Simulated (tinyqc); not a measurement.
# Threshold of a short bulk MOSFET: charge sharing, barrier lowering, narrow width: two studies

n-channel device on a p-type body, depletion approximation, full ionisation. Uniform doping N = Na. Vbi from Boltzmann statistics is rough for the degenerate source. Cox = eps0 eox/tox.

Parameters, values chosen for the exercise; band and dielectric values close to those of silicon:

| symbol | value | unit | meaning |
|---|---|---|---|
| T | 300 | K | temperature |
| Eg | 1.13 | eV | band gap |
| eps_r | 11.6 |  | relative permittivity |
| Nc | 2.83e19 | cm^-3 | conduction-band density of states at T |
| Nv | 2.61e19 | cm^-3 | valence-band density of states at T |
| eox | 3.9 |  | relative permittivity of the gate insulator (close to silicon dioxide) |
| tox | 3.7 | nm | insulator thickness |
| Na | 1.7e18 | cm^-3 | channel doping |
| Nsd | 1e20 | cm^-3 | source and drain doping |
| Vfb | -0.89 | V | flat-band voltage for the doping Na |
| xj | 10 | nm | junction depth |
| Vbs | 0 | V | body-source voltage |
| Vds | 0.05 | V | drain-source voltage |
| W | 160 | nm | gate width |
| xw | 0 |  | shape factor of the fringing depletion at the width edges |
| L | 92 | nm | channel length |

Constants: q = 1.602176634e-19 C, kB = 1.380649e-23 J/K, Vt = kB T/q, eps0 = 8.8541878128e-14 F/cm where lengths are in cm. Results are converted to the units shown.

Each table varies one quantity; the others keep the values above.

## Threshold roll-off against channel length

ni = sqrt(Nc Nv) exp(-Eg/(2 Vt)), Eg in volts; 2 pB = 2 Vt ln(N/ni); flat band Vfb - Vt ln(N/Na); Wd = sqrt(2 eps0 eps_r (2 pB - Vbs)/(q N)); body term q N Wd/Cox; long-channel VT0 = flat band + 2 pB + body term; Vbi = Vt ln(N Nsd/ni^2); scale length l = sqrt((eps_r/eox) tox Wd). Charge sharing (trapezoid; it ignores Vds): F = (xj/L)(sqrt(1 + 2 Wd/xj) - 1), lowering = body term times F. Barrier lowering: th = exp(-L/(2 l)) + 2 exp(-L/l), lowering = th [2 (Vbi - 2 pB) + Vds], DIBL = th. Narrow width: rise = body term times xw Wd/W. VT by each model = VT0 - lowering + rise. DIBL under 0.001 mV/V is printed as 0.

The same in every row: N (cm^-3) = 1.700e18; VT0 (V) = 0.8928.

Results:

| L (nm) | L/l | F | DIBL (mV/V) | VT, charge sharing (V) | VT, barrier lowering (V) |
|---|---|---|---|---|---|
| 55 | 3.174 | 0.2802 | 288.2 | 0.6698 | 0.8177 |
| 79 | 4.559 | 0.1950 | 123.2 | 0.7375 | 0.8607 |
| 110 | 6.349 | 0.1401 | 45.32 | 0.7813 | 0.8810 |
| 170 | 9.812 | 0.09064 | 7.513 | 0.8206 | 0.8908 |
| 350 | 20.20 | 0.04402 | 0.04108 | 0.8578 | 0.8928 |
| 500 | 28.86 | 0.03082 | 0 | 0.8683 | 0.8928 |
| 720 | 41.55 | 0.02140 | 0 | 0.8758 | 0.8928 |
| 1000 | 57.71 | 0.01541 | 0 | 0.8805 | 0.8928 |

Estimate the missing row, L = 240 nm.

Computed row:

| L (nm) | L/l | F | DIBL (mV/V) | VT, charge sharing (V) | VT, barrier lowering (V) |
|---|---|---|---|---|---|
| 240 | 13.85 | 0.06420 | 0.9841 | 0.8417 | 0.8925 |

With this row back in the table: VT by barrier lowering rises from 0.818 to 0.893 V and VT by charge sharing rises from 0.670 to 0.881 V. DIBL is under 100 mV/V from L = 110 nm on among the rows (th = 0.1 at L/l = 4.92). For L = 55 DIBL exceeds 250 mV/V, where the barrier formula is rough.

## Effect of the insulator thickness

Same model as above.

The same in every row: N (cm^-3) = 1.7000e18; F = 0.16748.

Results:

| tox (nm) | VT0 (V) | L/l | DIBL (mV/V) | VT, charge sharing (V) | VT, barrier lowering (V) |
|---|---|---|---|---|---|
| 1.5 | 0.41944 | 8.3393 | 15.935 | 0.36538 | 0.41528 |
| 1.9 | 0.50550 | 7.4097 | 25.815 | 0.43704 | 0.49878 |
| 2.5 | 0.63460 | 6.4596 | 42.696 | 0.54451 | 0.62348 |
| 3.2 | 0.78522 | 5.7095 | 64.197 | 0.66990 | 0.76849 |
| 4.2 | 1.0004 | 4.9837 | 96.454 | 0.84904 | 0.97525 |
| 5.5 | 1.2801 | 4.3551 | 139.00 | 1.0819 | 1.2439 |
| 9.2 | 2.0762 | 3.3673 | 254.66 | 1.7447 | 2.0098 |

Estimate the missing row, tox = 7.1 nm.

Computed row:

| tox (nm) | VT0 (V) | L/l | DIBL (mV/V) | VT, charge sharing (V) | VT, barrier lowering (V) |
|---|---|---|---|---|---|
| 7.1 | 1.6244 | 3.8331 | 190.40 | 1.3685 | 1.5747 |

With this row back in the table: As tox goes from 1.5 to 9.2, VT0 rises from 0.419 to 2.08 V, DIBL rises from 15.9 to 255 mV/V, F stays at 0.167 and VT by barrier lowering rises from 0.415 to 2.01 V. For tox = 9.2 DIBL exceeds 250 mV/V, where the barrier formula is rough.

Program tinyqc, `OMP_NUM_THREADS=1 python tinyqc.py 2002129 2002130 out.jsonl`; Intel Xeon 2.30GHz, shared host, one thread, about 0.01 s.
